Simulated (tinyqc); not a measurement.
UHF in the 3-21g basis, for H2, spin multiplicity 1, step by step. One step of it, computed by the program tinyqc.

Question. Iteration 2: DIIS coefficients. Solve [B -1; -1 0][c; lambda] = [0; -1] for the coefficients, which sum to one.

B (overlaps of the stored error matrices):
```
               1              2
1  8.0736171e-02  4.7846031e-02
2  4.7846031e-02  2.8396613e-02
```

Give: DIIS coefficients.

Answer.

DIIS coefficients: -1.4471  2.4471
